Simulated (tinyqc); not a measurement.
Quantum against classical capture: non-radiative capture by multiphonon emission, one effective mode. Computed by tinyqc, a small Python program. Command: `OMP_NUM_THREADS=1 python tinyqc.py 3012520 3012521 out.jsonl capture walk`. One thread of a shared host (Intel(R) Xeon(R) Processor @ 2.30GHz), about 0.01 s of CPU time with the checks.

The initial state (free carrier plus empty centre) lies dE above the final state; both have the same frequency and are displaced by dQ.

Inputs (values chosen for the exercise, with mass, screening and phonons like those of diamond):

| quantity | value | unit |
|---|---|---|
| energy released dE | 2.53 | eV |
| phonon energy hbar omega | 161 | meV |
| Huang-Rhys factor S | 10 | - |
| electron-phonon coupling W | 0.0031 | eV/(u^(1/2) angstrom) |
| cell volume V | 1550 | angstrom^3 |
| degeneracy g | 1 | - |
| broadening b | 140 | meV |
| temperature T | 300 | K |

Centre: neutral.

Constants: hbar^2/u = 4.18015928e-03 eV angstrom^2; k_B = 8.617333262e-05 eV/K; hbar = 6.582119569e-16 eV s.

Method:
- dQ = sqrt(2 S (hbar^2/u)/hbar omega); relaxation energy lambda = S hbar omega; phonons needed P = dE/hbar omega; classical barrier E_b = (dE - lambda)^2/(4 lambda); occupation n = 1/(exp(hbar omega/k_B T) - 1).
- M_p = sum_m w_m <m_i|Q|(m + p)_f>^2 with Q counted from the final minimum and Boltzmann weights w_m for m = 0..24; <m_i|Q|k_f> = sqrt((hbar^2/u)/(2 hbar omega)) [sqrt(k) <m|k-1> + sqrt(k+1) <m|k+1>], with overlaps of oscillators displaced by d = sqrt(2 S) summed on 1500 points from -16 to 16 + d.
- The delta function is a Gaussian of standard deviation b at dE - p hbar omega.
- C_0 = V (2 pi/hbar) g W^2 sum_p M_p Gaussian_p. Here the sum runs over all p.
- Classical (Marcus) form: replace the sum by Q_c^2 exp(-E_b/k_B T)/sqrt(4 pi lambda k_B T), Q_c = dQ (dE + lambda)/(2 lambda).
- For a neutral centre the Sommerfeld factor is 1.
- The last column is -k_B d ln C_0/d(1/T) from this row and the one above.

dQ = 0.720607 u^(1/2) angstrom

lambda = 1.61 eV

classical barrier E_b = 0.131429 eV

Against temperature:

| T (K) | C_0, quantum (cm^3/s) | C_0, classical (cm^3/s) | Sommerfeld factor | activation energy (eV) |
|---|---|---|---|---|
| 150 | 1.9608e-11 | 9.1622e-15 | 1 | - |
| 280 | 1.9646e-11 | 7.5277e-13 | 1 | 5.3623e-05 |
| 470 | 2.0171e-11 | 5.2541e-12 | 1 | 1.5760e-03 |
| 750 | 2.2094e-11 | 1.3969e-11 | 1 | 9.8774e-03 |
| 1100 | 2.5006e-11 | 2.2029e-11 | 1 | 2.5152e-02 |
| 1500 | 2.7724e-11 | 2.7304e-11 | 1 | 3.6670e-02 |

What does the comparison show, and why?

At 150 K the quantum value is 2100 times the classical one: C_0 comes from tunnelling out of the lowest level and hardly depends on T. At 1500 K the ratio is 1.0. The largest apparent activation energy is 0.037 eV against the classical barrier of 0.131 eV; a barrier below one phonon energy gives no activated range.

Extremes, crossings and ranges named in words are read from the listed rows.
